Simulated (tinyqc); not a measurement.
# Resistance of a source-drain extension with a graded tip: what changes with what

y runs along the channel, the gate covers y > 0. The doping is N0 for y < y0 and N0 10^(-(y - y0)/la) beyond, uniform over the depth xj. Sheet conductance s(y) = q mu(N) max(N - Nch, 0) xj + (for y > 0) ma Cox Vo, with mu(N) = u0 + (u1 - u0)/(1 + (N/Nr)^au) and Cox = eps0 eox/tox. Current is taken as one-dimensional; depletion of the tip, spreading and the contact are left out. The metallurgical junction lies at yj, where N = Nch.

Values chosen for this exercise; mobility law close to that of electrons in silicon: relative permittivity of the gate insulator (close to silicon dioxide) eox = 3.9; insulator thickness tox = 1.9 nm; active doping of the extension far from the gate N0 = 5.1e19 cm^-3; lateral abruptness la = 3.2 nm/decade; depth of the extension xj = 23 nm; channel doping Nch = 1.6e18 cm^-3; spacer length Ls = 19 nm; gate overdrive Vo = 0.67 V; mobility of the gate-induced layer ma = 89 cm^2/(V s); mobility at low doping u1 = 1414 cm^2/(V s); mobility at high doping u0 = 68.5 cm^2/(V s); reference doping Nr = 9.2e16 cm^-3; exponent au = 0.711; gate length Lg = 60 nm.

Constants: q = 1.602176634e-19 C, eps0 = 8.8541878128e-14 F/cm where lengths are in cm. Results are converted to the units shown.

Each table varies one quantity; the others keep the values above.

## Abruptness at a fixed junction position

R_spacer = integral of dy/s from -Ls to 0, R_ov from 0 to yj, R_channel = (Lg - 2 yj)/(ma Cox Vo), R_total = 2 R_spacer + 2 R_ov + R_channel. Electrical length L_eff = ma Cox dR_total/d(1/Vo); R_series = R_total - L_eff/(ma Cox Vo). y0 is moved with la so that yj stays at 4.7110 nm.

The same in every row: yj (nm) = 4.711; R_channel (ohm um) = 466.7.

Results:

| la (nm/decade) | R_spacer (ohm um) | R_ov (ohm um) | R_total (ohm um) | L_eff (nm) | R_series (ohm um) |
|---|---|---|---|---|---|
| 1 | 12.51 | 6.478 | 504.7 | 51.09 | 33.27 |
| 3.6 | 12.62 | 15.70 | 523.3 | 52.30 | 40.71 |
| 4.9 | 13.98 | 19.27 | 533.2 | 52.87 | 45.39 |
| 6.1 | 16.40 | 21.76 | 543.0 | 53.32 | 50.98 |
| 7.4 | 20.01 | 23.89 | 554.5 | 53.76 | 58.43 |
| 8.7 | 24.47 | 25.60 | 566.8 | 54.15 | 67.23 |
| 10 | 29.62 | 27.02 | 580.0 | 54.48 | 77.24 |

Estimate the missing row, la = 2.3 nm/decade.

Computed row:

| la (nm/decade) | R_spacer (ohm um) | R_ov (ohm um) | R_total (ohm um) | L_eff (nm) | R_series (ohm um) |
|---|---|---|---|---|---|
| 2.3 | 12.51 | 11.13 | 514.0 | 51.70 | 36.96 |

With this row back in the table: As la goes from 1 to 10 nm/decade, R_total rises from 505 to 580 ohm um, R_spacer rises from 12.5 to 29.6 ohm um and R_ov rises from 6.48 to 27.0 ohm um. R_total changes on average by 8.37 ohm um for each nm/decade. L_eff exceeds the metallurgical length by 0.511 nm in the first row and 3.91 nm in the last, since the gate also controls the lightly doped tips.

## Effect of the position under the gate where the fall begins

Same model as above.

Effect of the position under the gate where the fall begins:

| y0 (nm) | yj (nm) | R_spacer (ohm um) | R_ov (ohm um) | R_channel (ohm um) | R_total (ohm um) | L_eff (nm) | R_series (ohm um) |
|---|---|---|---|---|---|---|---|
| -4 | 0.8110 | 23.42 | 5.607 | 538.7 | 596.7 | 59.31 | 49.42 |
| -2 | 2.811 | 13.87 | 12.12 | 501.8 | 553.7 | 55.85 | 38.37 |
| 0 | 4.811 | 12.51 | 14.42 | 464.9 | 518.7 | 51.92 | 39.63 |
| 2 | 6.811 | 12.51 | 15.65 | 427.9 | 484.3 | 47.94 | 41.93 |
| 4 | 8.811 | 12.51 | 16.88 | 391.0 | 449.8 | 43.96 | 44.22 |
| 6 | 10.81 | 12.51 | 18.11 | 354.1 | 415.4 | 39.97 | 46.52 |
| 8 | 12.81 | 12.51 | 19.34 | 317.2 | 380.9 | 35.99 | 48.81 |

What does the table show?

As y0 goes from -4 to 8, R_total falls from 597 to 381 ohm um, L_eff falls from 59.3 to 36.0 nm and R_series goes from 49.4 through a minimum of 38.4 (at y0 = -2 among the rows listed) to 48.8 ohm um. More overlap also shortens the channel and adds capacitance, effects on threshold and speed that are left out.

tinyqc, about 0.04 s, one thread, Intel Xeon 2.30GHz (shared host): `OMP_NUM_THREADS=1 python tinyqc.py 2282228 2282229 out.jsonl`
